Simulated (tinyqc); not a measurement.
# From oxide thickness x back to oxidant pressure p

Model: Deal-Grove kinetics of thermal oxidation of silicon. Computed by tinyqc, a small Python program. Command: `OMP_NUM_THREADS=1 python tinyqc.py 3003292 3003293 out.jsonl oxide inv`. One thread of a shared host (Intel(R) Xeon(R) Processor @ 2.30GHz), about 0.3 s of CPU time with the checks.

Oxidant diffuses through the oxide and reacts at the interface, so that dx/dt = B/(A + 2x) for the oxide thickness x.

Inputs (values chosen for the exercise, close to those used for silicon): prefactor B0 = 748 um^2/h; activation energy E_B = 1.23 eV; prefactor (B/A)0 = 3.19e+06 um/h; activation energy E_A = 1.99 eV; temperature T = 900 C; pressure exponent m of B/A = 0.76; initial oxide x_i = 0.002 um; time t = 1.9 h.

Ambient: dry oxygen. Surface: (100).

Constants: k_B = 8.617333262e-05 eV/K.

Method:
- B = B0 p exp(-E_B/(k_B T)), B/A = (B/A)0 p^m exp(-E_A/(k_B T)), p in atm; A = B/(B/A).
- Temperatures in kelvin are T(C) + 273.15.
- tau = (x_i^2 + A x_i)/B and x = (A/2) [sqrt(1 + 4 B (t + tau)/A^2) - 1], the root of x^2 + A x = B (t + tau).
- Silicon consumed is 0.44 times the oxide grown; the rate is B/(A + 2x).

Problem. A run gave the result below. Find the oxidant pressure p, known to lie between 1.8 and 3.6 atm.

oxide thickness x = 0.02981332 um

Solution.

Each step takes the trial c = (a f_b - b f_a)/(f_b - f_a), f being the result less the target and a, b, c the logarithms of the listed values; c replaces end b, the old b replaces a if the sign of f changed, and otherwise f_a is halved.

Scan of the range:
```
oxidant pressure p (atm)  oxide thickness x (um)
1.80                                   0.0272798
2.02                                   0.0295229
2.27                                   0.0319905
2.55                                   0.0346651
2.86                                   0.0375307
3.21                                   0.0406614
3.60                                   0.0440361
```

False position (Illinois rule, in the logarithm of the input) inside the bracket:
```
step    end a    end b    trial  oxide thickness x (um)
1     2.02000  2.27000  2.04794               0.0298027
2     2.27000  2.04794  2.04896               0.0298129
3     2.27000  2.04896  2.04904               0.0298137
4     2.04896  2.04904  2.04900               0.0298133
```

Oxide thickness x rises at every point of a 13-point scan of the range (every second point is shown), so one value fits; it is bracketed by 2.02 and 2.27. Answer: oxidant pressure p = 2.049 atm.
